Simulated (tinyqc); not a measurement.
Full spectrum, Debye and Einstein heat capacities: Born-von Karman spring model of a cubic crystal with one atom per cell. Computed by tinyqc, a small Python program. Command: `OMP_NUM_THREADS=1 python tinyqc.py 3026852 3026853 out.jsonl springs walk`. One thread of a shared host (Intel(R) Xeon(R) Processor @ 2.30GHz), about 0.1 s of CPU time with the checks.

First neighbours lie at a/2 (1,1,1) (8 of them), second at a (1,0,0) (6), with all permutations and signs; the volume per atom is Omega = a^3/2. Two shells of springs match a real metal only roughly, above all at the zone boundary.

Inputs (values chosen for the exercise, modelled on molybdenum):
```
quantity                value           unit
lattice constant a      3.147       angstrom
atomic mass M           95.95              u
radial spring k1L        3.84  eV/angstrom^2
transverse spring k1T  -0.029  eV/angstrom^2
radial spring k2L         3.4  eV/angstrom^2
transverse spring k2T   -0.22  eV/angstrom^2
```

Lattice: bcc.

Constants: 1 eV/angstrom^3 = 160.2176634 GPa; u = 1.6605390666e-27 kg; hbar = 1.054571817e-34 J s; k_B = 1.380649e-23 J/K; nu for 1 eV/(angstrom^2 u) = 15.6333042 THz; h x 1 THz = 4.135667696 meV; k_B = 8.617333262e-05 eV/K.

Method:
- [ij,kl] = (1/(2 Omega)) sum_R K_ij R_k R_l; C11 = [xx,xx], C44 = [xx,yy], C12 = 2 [xy,xy] - C44; B = (C11 + 2 C12)/3; Zener ratio A = 2 C44/(C11 - C12). K(R) = kL n n^T + kT (1 - n n^T).
- rho = M/Omega and v = sqrt(C/rho), with C = C11, C44, C44 along [100]; (C11 + C12 + 2 C44)/2, C44, (C11 - C12)/2 along [110]; (C11 + 2 C12 + 4 C44)/3 and twice (C11 - C12 + C44)/3 along [111].
- Christoffel matrix G_xx = C11 n_x^2 + C44 (1 - n_x^2), G_xy = (C12 + C44) n_x n_y, with eigenvalues rho v^2; v_m^-3 is the mean of v^-3 over three branches and all directions (12 Gauss-Legendre points in cos(theta) times 24 angles phi = (j + 1/2) pi/12); q_D = (6 pi^2/Omega)^(1/3); Theta = hbar v_m q_D/k_B.
- A neighbour at R with unit vector n couples by the matrix K(R) = kL n n^T + kT (1 - n n^T), and D(q) = (1/M) sum_R K(R) [1 - cos(q.R)].
- An eigenvalue lambda of D in eV/(angstrom^2 u) gives nu = 15.6333042 THz x sqrt(lambda).
- Mesh: q = sum_i (m_i + 1/2)/n b_i, m_i = 0..n-1, with b = [[0, 1, 1], [1, 0, 1], [1, 1, 0]] in 2 pi/a; sums are averages over the n^3 points (here n = 14), per atom.
- With x = h nu/(k_B T) and n = 1/(exp(x) - 1) for each mode: F = k_B T [x/2 + ln(1 - exp(-x))], U = k_B T x (n + 1/2), S/k_B = x n - ln(1 - exp(-x)), C/k_B = x^2 n (n + 1).
- Debye: C = 9 k_B (T/Theta)^3 int_0^(Theta/T) x^4 e^x/(e^x - 1)^2 dx with the elastic Theta. Einstein: three modes at the root-mean-square frequency. The last column is the Theta that makes the Debye formula give the full C at that T.

elastic Debye temperature = 463.116 K

root-mean-square frequency = 6.3850 THz

Heat capacity (k_B/atom):
```
T (K)  full spectrum   Debye  Einstein  Theta from C (K)
56            0.5685  0.3808    0.3807            393.21
83            1.2085  0.9155    1.0719            391.95
120           1.8515  1.5729    1.7896            393.07
160           2.2561  2.0410    2.2295            393.96
230           2.6008  2.4700    2.5930            394.73
350           2.8171  2.7530    2.8155            395.21
460           2.8920  2.8533    2.8915            395.37
690           2.9513  2.9335    2.9512            395.50
```

What follows from these numbers?

The apparent Theta runs from 392 to 395 K against the elastic 463 K; at high T it tends to sqrt(5/3) h nu_rms/k_B = 396 K. At the lowest T the Debye value is 0.67 and the Einstein value 0.67 times the full one; dispersion bends the branches below the sound lines, so the real spectrum has more low modes than Debye assumes. At the highest T Debye misses by 0.60 % and Einstein by 0.0039 %.

Extremes, crossings and ranges named in words are read from the listed rows.
